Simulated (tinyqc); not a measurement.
A six-terminal Hall bar with edge channels and a constriction, Landauer-Buettiker equations: effect of the number of channels.

Contacts 1 (source) and 4 (drain) end the bar; 2 and 3 lie on the upper edge, 6 and 5 on the lower edge, with a constriction between 2 and 3 (and between 6 and 5). Carriers run 1 to 2 to 3 to 4 to 5 to 6 to 1 in M channels. The constriction passes Tc from 2 to 3 and from 5 to 6, and turns M - Tc from 2 to 6 and from 5 to 3. Signs are those of positive carriers; V4 = 0.

I_i = (q^2/h) [M V_i - sum_j T_ij V_j], with I_1 = I, V_4 = 0 and no current at 2, 3, 5, 6. R(a,b) = (V_a - V_b)/I.

Values chosen for this exercise:

| symbol | value | unit | meaning |
|---|---|---|---|
| Tc | 1.23 |  | summed transmission of the constriction |
| I | 50 | nA | current from contact 1 to contact 4 |

Constants: q = 1.602176634e-19 C, h = 6.62607015e-34 J s. Results are converted to the units shown.

The same in every row: R(1,4) (kohm) = 20.99; R(2,5) (kohm) = 20.99.

Result of one run:
```
R(2,3) (kohm)  R(2,6) (kohm)  R(3,6) (kohm)
16.68                  4.302         -12.38
```

Which edge channels, spin counted singly M gave this result: 2, 5, 6 or 7?

M = 6.

The whole series:
```
M  R(2,3) (kohm)  R(2,6) (kohm)  R(3,6) (kohm)
2          8.080          12.91          4.827
3          12.38          8.604         -3.777
4          14.53          6.453         -8.080
5          15.82          5.163         -10.66
6          16.68          4.302         -12.38
7          17.30          3.688         -13.61
8          17.76          3.227         -14.53
```

With Tc held at 1.23, R(1,4) stays at 20.986 kohm. The Hall resistance R(2,6) falls from 12.9 to 3.23 kohm as 1/M, and R(2,3) rises from 8.08 to 17.8 kohm; their sum is always R(2,5) = R(1,4).

Numbers from tinyqc (`OMP_NUM_THREADS=1 python tinyqc.py 2700119 2700120 out.jsonl`; about 0.01 s on one thread of a shared Intel Xeon 2.30GHz).
